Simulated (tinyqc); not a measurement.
# Changing the group-V flow F_V

Model: precursor delivery by bubblers, mass-transport growth and the solid composition of a III-V alloy. Computed by tinyqc, a small Python program. Command: `OMP_NUM_THREADS=1 python tinyqc.py 3030845 3030846 out.jsonl movpe_thermo sweep`. One thread of a shared host (Intel(R) Xeon(R) Processor @ 2.30GHz), about 0.02 s of CPU time with the checks.

1 sccm = 44.615 micromol/min; 1 torr = 133.322 Pa. The sources decompose fully at the surface.

Inputs (values chosen for the exercise, modelled on triethylgallium (source 1) and trimethylindium (source 2) for the vapour pressures):

| quantity | value | unit |
|---|---|---|
| bath temperature T1 | 286 | K |
| bath temperature T2 | 307 | K |
| bubbler pressure p_b | 600 | torr |
| carrier flow F1 | 22 | sccm |
| carrier flow F2 | 320 | sccm |
| total flow F_t | 6.3 | slm |
| reactor pressure p | 100 | torr |
| growth temperature T | 930 | K |
| diffusivity at 273 K and 760 torr | 0.42 | cm^2/s |
| flow cross-section A | 52 | cm^2 |
| distance from the leading edge z | 9.7 | cm |
| lattice constant a | 5.55 | angstrom |
| interaction L0 of the solid | 20.9 | kJ/mol |
| log10 of p_B,eq over pure BC at 1000 K and 1 torr of group V (exaggerated: liquid indium has about -4.1) | -2.3 | log10 torr |
| enthalpy of that equilibrium H | 256 | kJ/mol |

Alloy: mixing on the group-III sites, with desorption of B.

constants a, b of source 1 (log10 torr, K): 8.075  2162

constants a, b of source 2 (log10 torr, K): 10.53  3014

Constants: k_B = 1.380649e-23 J/K; R = 8.314462618 J/(mol K).

Method:
- log10 p_v = a - b/T_bath; molar flow = F x 44.615 x p_v/(p_b - p_v) for a saturated bubbler.
- p_i = p n_i/(44615 F_t), F_t in slm; p_V = p F_V/(1000 F_t), counted per molecule supplied; V/III = 44.615 F_V/(n1 + n2); vapour fraction of source 2 = n2/(n1 + n2).
- Mean velocity u = (F_t/A)(760/p)(T/273); D = D0 (T/273)^1.75 (760/p); boundary layer delta = sqrt(pi D z/u); flux = D dp/(delta k_B T); growth rate = flux x a^3/4.
- A sticks fully. B desorbs: its surface pressure is p_B* = x gamma_B K/sqrt(p_V), ln gamma_B = L0 (1 - x)^2/(R T), K = 10^(log10 K at 1000 K) exp[-(H/R)(1/T - 1/1000)], p_V in torr. With equal diffusivities x = (p_2 - p_B*)/(p_1 + p_2 - p_B*). Growth rate = rate per torr x p_1/(1 - x).

One run for each value:

| group-V flow F_V (sccm) | solid fraction x | share of B incorporated, 1 - p_B*/p_2 | V/III ratio |
|---|---|---|---|
| 19 | 0.95746 | 0.98036 | 6.56 |
| 37 | 0.95769 | 0.98592 | 12.78 |
| 70 | 0.95785 | 0.98976 | 24.18 |
| 130 | 0.95796 | 0.99249 | 44.90 |
| 250 | 0.95804 | 0.99458 | 86.35 |
| 480 | 0.95810 | 0.99609 | 165.79 |
| 910 | 0.95815 | 0.99716 | 314.32 |
| 1700 | 0.95818 | 0.99792 | 587.18 |

What does the table show, and why?

Over the rows, solid fraction x rises from 0.95746 to 0.95818; share of B incorporated, 1 - p_B*/p_2 rises from 0.9804 to 0.9979 (exponent d ln y / d ln x 0.0085 between the first rows and 0.0012 between the last); V/III ratio rises from 6.56 to 587 (exponent d ln y / d ln x about 1.0 throughout). Desorption is negligible throughout.

Caution (rows 19.0, 37.0): so low a V/III ratio is near the limit of smooth growth. Caution (all rows): the boundary layer is a quarter or more of the root of the cross-section, so it fills much of the channel and depletion along the flow matters.

Extremes, crossings and ranges named in words are read from the listed rows.
